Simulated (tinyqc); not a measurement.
# One-sided p+-n junction, ionisation integral and breakdown: effects of single changes

A p+ layer at x < 0 and an n drift layer from x = 0. Depletion approximation, built-in voltage neglected. Local ionisation coefficients alpha_n = an exp(-(bn/E)^mx), alpha_p = ap exp(-(bp/E)^mx). Electrons move towards +x, holes towards x = 0.

Inputs (values chosen for the exercise); material values close to those of gallium arsenide:
```
symbol   value        unit                                           meaning
eps_r       13                                         relative permittivity
an      2.82e5        1/cm  prefactor of the electron ionisation coefficient
bn      7.14e5        V/cm                      field constant for electrons
ap      2.16e5        1/cm      prefactor of the hole ionisation coefficient
bp       6.2e5        V/cm                          field constant for holes
mx         1.6                                                      exponent
mu        7890  cm^2/(V s)              electron mobility of the drift layer
N       8.2e14       cm^-3                  donor density of the drift layer
```

Constants: q = 1.602176634e-19 C, eps0 = 8.8541878128e-14 F/cm where lengths are in cm. Results are converted to the units shown.

Each table varies one quantity; the others keep the values above.

## Multiplication against voltage

W = sqrt(2 eps0 eps_r V/(q N)), peak field E0 = q N W/(eps0 eps_r), falling linearly to 0 at W. G(x) = integral from 0 to x of (alpha_n - alpha_p); I_n = integral of alpha_n exp(-G) (electrons injected at x = 0), I_p = integral of alpha_p exp(G(end) - G) (holes injected at the far edge); M = 1/(1 - I). Integrals on a fine grid; BV is where I_n = 1. Here BV = 327.185 V; the Miller exponent is n = ln(1 - 1/M)/ln(V/BV).

Multiplication against voltage:
```
V (V)  E0 (kV/cm)      I_n      I_p   M_n   M_p  Miller n, electrons  Miller n, holes
131           173  0.00152  0.00990  1.00  1.01                 7.09             5.04
164           193  0.00986   0.0452  1.01  1.05                 6.69             4.48
196           212   0.0366    0.127  1.04  1.15                 6.46             4.03
229           229    0.105    0.275  1.12  1.38                 6.33             3.62
262           245    0.248    0.486  1.33  1.95                 6.28             3.25
281           253    0.385    0.629  1.63  2.70                 6.27             3.05
301           262    0.592    0.789  2.45  4.73                 6.29             2.85
314           268    0.771    0.894  4.37  9.44                 6.31             2.72
322           271    0.904    0.959  10.4  24.1                 6.33             2.65
```

What does the comparison show?

M_n rises from 1.002 to 10.4 and M_p from 1.010 to 24.1; both diverge at BV. The Miller exponent for electrons goes from 7.09 through a minimum of 6.27 (at V = 281 among the rows listed) to 6.33 and that for holes falls from 5.04 to 2.65. The larger multiplication belongs to holes, whose coefficient at the peak field of the last row is 1.98 times the other.

## Effect of the drift doping

Same model as above.

Specific on-resistance Ron = W/(q mu N) with constant mobility and full ionisation.

Result of one run:
```
N (cm^-3)  BV (V)  E0 at BV (kV/cm)  W at BV (um)  Ron (mohm cm^2)  BV^2/Ron (MW/cm^2)  eps0 eps_r mu E0^3/4 (MW/cm^2)
9.3e14        297               277          21.4             1.82                48.4                            48.4
```

What becomes of these results when the donor density of the drift layer N is changed from 9.3e14 to 1.8e15 cm^-3, all else the same?

Result of the changed run:
```
N (cm^-3)  BV (V)  E0 at BV (kV/cm)  W at BV (um)  Ron (mohm cm^2)  BV^2/Ron (MW/cm^2)  eps0 eps_r mu E0^3/4 (MW/cm^2)
1.8e15        180               300          12.0            0.527                61.5                            61.5
```

The whole series:
```
N (cm^-3)  BV (V)  E0 at BV (kV/cm)  W at BV (um)  Ron (mohm cm^2)  BV^2/Ron (MW/cm^2)  eps0 eps_r mu E0^3/4 (MW/cm^2)
6.8e13     2.43e3               215           227              264                22.4                            22.4
1.3e14     1.42e3               227           125             76.3                26.6                            26.6
2.5e14        837               241          69.3             21.9                31.9                            31.9
4.8e14        497               258          38.6             6.36                38.9                            38.9
9.3e14        297               277          21.4             1.82                48.4                            48.4
1.8e15        180               300          12.0            0.527                61.5                            61.5
3.4e15        113               327          6.91            0.161                79.3                            79.3
6.6e15       70.7               360          3.92           0.0470                 106                             106
```

BV falls from 2430 to 70.7 V while the critical field rises from 215 to 360 kV/cm. BV goes as N^(-0.83) between the first two rows and N^(-0.70) between the last two (a coefficient proportional to E^7 gives -0.75 without punch-through). Ron goes as BV^(2.44) over the table; the last two columns agree since BV = E0 W/2 and N = eps0 eps_r E0/(q W).

Numbers from tinyqc (`OMP_NUM_THREADS=1 python tinyqc.py 2120141 2120142 out.jsonl`; about 0.06 s on one thread of a shared Intel Xeon 2.30GHz).
